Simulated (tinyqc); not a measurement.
A ladder of methods, and size consistency: correlation methods against full CI in the 6-31g basis, for H2, spin multiplicity 1. Computed by the program tinyqc with PySCF. 

Geometry (angstrom):
```
atom,x,y,z
H,0.0000,0.0000,0.0000
H,0.0000,0.0000,0.9260
```

RHF energy of one = -1.107632 hartree

All electrons correlated; +Q is the Davidson correction (1 - c0^2) E_corr. The last columns treat two copies 100 angstrom apart as one system. FCI is the lowest singlet.

Correlation energies (hartree):
```
method,E_corr of one,share of FCI (%),E_corr of two at 100 angstrom,two minus twice one (mhartree)
MP2,-0.01948,65.658,-0.03895,0.000
CISD,-0.02966,100.000,-0.05801,1.311
CISD+Q,-0.03035,102.320,-0.06051,0.187
CCSD,-0.02966,100.000,-0.05932,0.000
CCSD(T),-0.02966,100.000,-0.05932,0.000
FCI,-0.02966,100.000,-,-
```

MP2 recovers 66 %, CISD 100.0 % and CCSD 100.0 % of the FCI value (c0^2 = 0.977 in CISD). MP2 and coupled cluster are size consistent, so their last column vanishes; CISD loses 1.31 mhartree, since a double excitation on each copy is a quadruple of the pair, and the Davidson correction leaves +0.19. With two electrons, or one virtual orbital, CISD and CCSD are exact for one copy, so +Q overshoots there.
